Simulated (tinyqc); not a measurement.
Inside a calculation: two-dimensional electron gas with Rashba and Dresselhaus coupling. Values are carried at full precision from step to step, so a last printed digit may differ when a step is redone from the rounded ones.

H = c k^2/m + al (ky sx - kx sy) + b1 (kx sx - ky sy) + gam kx ky (kx sy - ky sx), s the Pauli matrices, x = [100], c = hbar^2/2m0, b1 = gam (pi/L)^2 (hard walls). H = c k^2/m + B.s, so E = c k^2/m -/+ |B| and the lower state has its spin along -B.

Constants: hbar^2/2m0 = 3.80998211 eV angstrom^2; hbar = 6.58211957e-16 eV s.

Values chosen for the exercise (of the size met in InAs; the results hold for these values, not for the real material): m = 0.0242 m0 (mass); al = 0.24 eV angstrom (Rashba constant); gam = 21.6 eV angstrom^3 (bulk Dresselhaus constant); L = 120 angstrom (width of the (001) well); n = 12 1e11/cm^2 (sheet density (one subband filled)); phi = 0 degrees (angle of k from [100]).

## Scales

b1; mean Fermi wave vector k0 = sqrt(2 pi n) (1e11/cm^2 = 1e-5/angstrom^2); E0 = c k0^2/m; b3 = gam k0^2/4; kR = al m/(2c) and ER = al kR/2, the shift and depth of a pure Rashba band.

b1 = 0.01480 eV angstrom
k0 = 0.02746 1/angstrom
E0 = 118.705 meV
b3 = 0.004072 eV angstrom
kR = 0.0007622 1/angstrom
ER = 0.09146 meV

The ratio al/(b1 - b3) is 22.36; kR is 2.8 % of k0.

## Spin-orbit field at one point of the Fermi circle

k = k0 (cos phi, sin phi). Form B, the splitting 2|B| and the direction of the lower spin, atan2(-By, -Bx).

Bx, By (meV): [0.4065, -6.5901]

splitting = 13.2052 meV
direction of the lower spin = 93.5 degrees

## The matrix

H = [[E0, Bx - i By], [Bx + i By, E0]] in meV; diagonalise. Precession period h/(2|B|) = 2 pi hbar/(splitting).

H (meV), rows up, down and columns alike:
```
[[118.7049, 0.4065+6.5901i],
 [0.4065-6.5901i, 118.7049]]
```

levels (meV): [112.1023, 125.3075]

period = 0.313 ps

## The two wave vectors at the energy E0 along this direction

Solve c k^2/m -/+ |B(k)| = E0. The spin turns by (k_outer - k_inner) per length, so a half turn takes pi/(difference).

k (1/angstrom): outer 0.028233, inner 0.026706

difference = 0.001527 1/angstrom
length of a half turn = 205.7 nm

For linear terms alone the difference is (m/c)|B|/k, whatever the energy: every electron along this direction turns alike, the basis of the spin transistor.

## Checks

- Difference of the Fermi wave vectors without Dresselhaus terms against al m/c: both 0.0015244.

Program tinyqc; command `OMP_NUM_THREADS=1 python tinyqc.py 1480476 1480477 out.jsonl`; about 0.01 s on one thread of a shared Intel(R) Xeon(R) Processor @ 2.30GHz.
